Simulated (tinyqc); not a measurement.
Conductivity against temperature: Debye-Callaway model of lattice thermal conductivity. Computed by tinyqc, a small Python program. Command: `OMP_NUM_THREADS=1 python tinyqc.py 3026602 3026603 out.jsonl callaway walk`. One thread of a shared host (Intel(R) Xeon(R) Processor @ 2.30GHz), about 0.01 s of CPU time with the checks.

Three acoustic branches with one velocity v, cut at omega_D = k_B Theta/hbar; x = hbar omega/(k_B T). v and Theta are separate inputs: Theta cuts off the heat-carrying modes, so C need not reach 3 k_B/V. gamma is an effective value that sets the umklapp rate. Heat flows along the wire.

Inputs (values chosen for the exercise, modelled on magnesium oxide):
```
quantity,value,unit
sound velocity v,6840,m/s
Debye temperature Theta,774,K
volume per atom V,9.34,angstrom^3
mean atomic mass M,20.15,u
effective Grueneisen parameter gamma,3.64,-
umklapp exponent divisor b,3,-
mass variance Gamma,0.00053,-
wire diameter D,0.16,micrometre
specularity p,0,-
normal-process factor f_N,1.9,-
```

Sample: wire. Point defects: isotopes. Normal processes: included.

Constants: k_B = 1.380649e-23 J/K; hbar = 1.054571817e-34 J s; u = 1.6605390666e-27 kg.

Method:
- Gamma is given directly by the isotope mixture. A = V Gamma/(4 pi v^3).
- Rates: point defects A omega^4; umklapp B omega^2 T exp(-Theta/(b T)) with B = hbar gamma^2/(M v^2 Theta); normal processes f_N B omega^2 T (T/Theta)^2. Boundaries: v/Lambda_B with Lambda_B = D (1 + p)/(1 - p).
- kappa_1 = c int tau_C g dx, g = x^4 e^x/(e^x - 1)^2, c = (k_B/(2 pi^2 v)) (k_B T/hbar)^3, over 0 < x < min(Theta/T, 40), by 96 Gauss-Legendre points in s with x = x_max s^2; 1/tau_C = 1/tau_R + 1/tau_N; kappa_2 = c [int (tau_C/tau_N) g dx]^2 / int (tau_C/(tau_N tau_R)) g dx; kappa = kappa_1 + kappa_2.
- The boundary limit is C v^2/(3 x boundary rate), with C = 3 c int g dx / v^2.

Rayleigh coefficient A = 1.23096e-45 s^3

Kappa (W/(m K)):
```
T (K),all processes,without point defects,boundary limit
7.7,0.063651,0.063654,0.063654
15,0.47026,0.47057,0.47057
27,2.7260,2.7443,2.7444
46,12.902,13.506,13.569
77,45.825,52.931,61.990
130,75.256,84.834,223.74
230,52.105,54.801,499.85
390,26.604,27.234,686.72
620,13.807,13.994,768.41
1000,7.0902,7.1486,805.30
```

What follows from these numbers?

kappa peaks among these rows at 130 K (T/Theta = 0.168) with 75.3 W/(m K). The exponent d ln kappa/d ln T is 3.00 at the cold end, the T^3 law of boundary scattering, and -1.39 at the hot end. The normal rate is taken to grow as T^3 at all T, which overstates it above Theta. Point defects cost most at 77 K, a factor 1.16.

Extremes, crossings and ranges named in words are read from the listed rows.
